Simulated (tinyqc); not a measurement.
Hot electrons in a saturated n-channel MOSFET, lucky-electron model: two steps of the calculation.

Beyond pinch-off the lateral field grows as Esat cosh(y/l) over the velocity-saturated region (pseudo-two-dimensional model). Impact ionisation in this region gives the substrate current, which biases the body forward through Rsub. Currents are per width. Local-field laws: they overstate ionisation when the field peak is narrower than an energy relaxation length.

Values chosen for this exercise; values close to those of silicon n-channel devices:
- L = 0.5 um (channel length)
- tox = 11 nm (oxide thickness)
- xj = 140 nm (junction depth)
- VT = 0.78 V (threshold)
- mu = 270 cm^2/(V s) (effective mobility)
- vs = 9.2e6 cm/s (saturation velocity)
- Ai = 2e6 1/cm (ionisation prefactor)
- Bi = 1.72 MV/cm (ionisation field)
- Rd = 700 ohm um (resistance of the lightly doped drain)
- Rsub = 2700 ohm um (substrate resistance)
- kb = 0.49 (fall of VT per volt of forward body bias)
- Vd = 3.6 V (drain voltage)
- Vg = 1.8 V (gate voltage)

Constants: eps0 = 8.8541878128e-14 F/cm where lengths are in cm. Results are converted to the units shown.

Problem 1. Length and field scales. Cox = 3.9 eps0/tox, l = sqrt(3 tox xj), Esat = 2 vs/mu.

Give: Cox; l; Esat; Esat L.

Solution 1.

Cox = 0.3139 uF/cm^2
l = 67.97 nm
Esat = 0.06815 MV/cm
Esat L = 3.407 V

Problem 2. Body bias from the substrate current. Cox = 3.9 eps0/tox. Overdrive g = Vg - VT + kb Vb; Vdsat = g Esat L/(g + Esat L); Id = Cox vs (g - Vdsat); dV = Vd - Id Rd - Vdsat; Em = sqrt((dV/l)^2 + Esat^2); Isub = Id (Ai/Bi) l Em exp(-Bi/Em). Vb(new) = Rsub Isub.

Vb after iteration 1 = 0.0092714776 V
l = 67.970582 nm
Esat = 0.068148148 MV/cm

Wanted: Vdsat; Id; dV; Em; Isub; Vb after iteration 2.

Solution 2.

Vdsat = 0.78770 V
Id = 68.403 uA/um
dV = 2.7644 V
Em = 0.41238 MV/cm
Isub = 3.4418 uA/um
Vb after iteration 2 = 0.0092928 V

tinyqc, about 0.01 s, one thread, Intel Xeon 2.30GHz (shared host): `OMP_NUM_THREADS=1 python tinyqc.py 2550117 2550118 out.jsonl`
